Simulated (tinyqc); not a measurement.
Comparisons within one model: virtual-crystal alloy A(1-x)B(x) in sp3s* tight binding. A value that a table varies takes the place of the one given here.

sp3s* tight binding, nearest neighbours only: anion (a) at 0, cation (c) at a/4 (1,1,1), orbitals s, px, py, pz, s* on each; k in units of 2 pi/a. With phases e_j = exp(i (pi/2) k.n_j) for n = (1,1,1), (1,-1,-1), (-1,1,-1), (-1,-1,1): g0 = (e1+e2+e3+e4)/4, g1 = (e1+e2-e3-e4)/4, g2 = (e1-e2+e3-e4)/4, g3 = (e1-e2-e3+e4)/4. The diagonal holds the levels Esa, Epa, Exa (s*) and Esc, Epc, Exc. Anion-cation block: <sa|sc> = Vss g0; <sa|xc> = Vsapc g1; <xa|sc> = -Vscpa g1; <xa|xc> = Vxx g0; <xa|yc> = <ya|xc> = Vxy g3, <xa|zc> = <za|xc> = Vxy g2, <ya|zc> = <za|yc> = Vxy g1; <s*a|xc> = Vxapc g1; <xa|s*c> = -Vpaxc g1; y and z take g2 and g3 in place of g1; s-s* and s*-s* vanish.

Virtual crystal: a(x) = (1 - x) aA + x aB (Vegard); the six levels are averaged linearly; the seven couplings follow Harrison's rule, V(x) a(x)^2 = (1 - x) V_A aA^2 + x V_B aB^2. No spin-orbit coupling and no disorder. Gaps are measured from the top of the valence band at Gamma; the Delta value is the minimum on (kx,0,0) for kx from 0.5 to 1.

Inputs chosen for the exercise (A near a published set for Ge, B for Si; such sets place X and L only to about 0.5 eV; the results hold for these values, not for the real material):
- aA = 5.662 angstrom (lattice constant of A)
- aB = 5.428 angstrom (of B)
- pA = (-5.902, 1.607, -5.902, 1.607, 6.368, 6.368, -6.769, 1.606, 4.897, 5.468, 5.468, 5.22, 5.22) eV (order Esa, Epa, Esc, Epc, Exa, Exc, Vss, Vxx, Vxy, Vsapc, Vscpa, Vxapc, Vpaxc)
- pB = (-4.202, 1.709, -4.202, 1.709, 6.685, 6.685, -8.286, 1.715, 4.58, 5.72, 5.72, 5.361, 5.361) eV (the same for B)
- x = 0.55 (fraction of B)

## Gaps across the alloy

Bowing b from E(x) = (1 - x) E(0) + x E(1) - b x (1 - x), taken at x = 0.5.

Gaps (eV):
```
x      a (angstrom)   Gamma   Delta       L
0.000        5.6620  0.8660  0.7763  0.7458
0.125        5.6327  1.2561  0.8279  0.9516
0.250        5.6035  1.6497  0.8792  1.1613
0.375        5.5743  2.0469  0.9302  1.3747
0.500        5.5450  2.4478  0.9810  1.5919
0.625        5.5157  2.8525  1.0315  1.8125
0.750        5.4865  3.2610  1.0816  2.0364
0.875        5.4573  3.4014  1.1315  2.2635
1.000        5.4280  3.4300  1.1810  2.4935
```

bowing (eV): Gamma -1.199, Delta -0.009, L 0.111

The lowest valley changes from L to the Delta line near x = 0.02 (linear estimate between rows). The bowing is -1.199 (Gamma), -0.009 (Delta) and +0.111 eV (L); a positive value means that the gap sags below the straight line. At Gamma the lowest empty level is s-like at one end and p-like at the other, so that column has a kink and its b is no true bowing. The virtual crystal leaves out the part of the bowing that comes from disorder and bond relaxation, and this model places the Delta and L valleys only roughly, so crossings, or their absence, can differ from those of the real alloy.

## Two ways to average the couplings

The gaps with the 1/a^2 rule and with a plain linear average of all thirteen parameters.

Gaps (eV):
```
x      Gamma   Delta       L  Gamma, linear  Delta, linear  L, linear
0.10  1.1778  0.8176  0.9101         1.1884         0.8180     0.9150
0.25  1.6497  0.8792  1.1613         1.6720         0.8801     1.1715
0.50  2.4478  0.9810  1.5919         2.4780         0.9821     1.6056
0.75  3.2610  1.0816  2.0364         3.2840         1.0824     2.0468
0.90  3.4071  1.1414  2.3093         3.4082         1.1417     2.3143
```

At x = 0.5 the two rules differ by -30.2 (Gamma), -1.1 (Delta) and -13.8 meV (L), with lattice constants 4.13 % apart: in terms of bowing, b = 4 times the sag at x = 0.5, the rule adds +0.121, +0.004 and +0.055 eV. The ends x = 0 and 1 are the same under both rules.

## Composition and lattice constants

Gaps of the alloy. Each row changes one parameter from the base and keeps the others.

Results:
```
case                 gap Gamma (eV)  gap Delta (eV)  gap L (eV)  kx of the Delta minimum
base                         2.6092          1.0012      1.6797                    0.764
x = 0.5                      2.4478          0.9810      1.5919                    0.768
aA = 5.775 angstrom          2.5979          1.0008      1.6747                    0.764
aB = 5.319 angstrom          2.5976          1.0008      1.6746                    0.764
```

The largest shifts from the base row, up to three for each result and ties (the steps differ in size, so this ranks the rows, not the parameters). gap Gamma (eV): x -0.1614, aB -0.0116, aA -0.0113. gap Delta (eV): x -0.0202, aB -0.0004, aA -0.0004. gap L (eV): x -0.0878, aB -0.0051, aA -0.0050. kx of the Delta minimum: x +0.004; unchanged at the printed digits by aA and aB. The lattice constants enter only through the weights of the couplings.

tinyqc: `OMP_NUM_THREADS=1 python tinyqc.py 1481411 1481412 out.jsonl`; about 0.06 s, one thread, shared Intel(R) Xeon(R) Processor @ 2.30GHz.
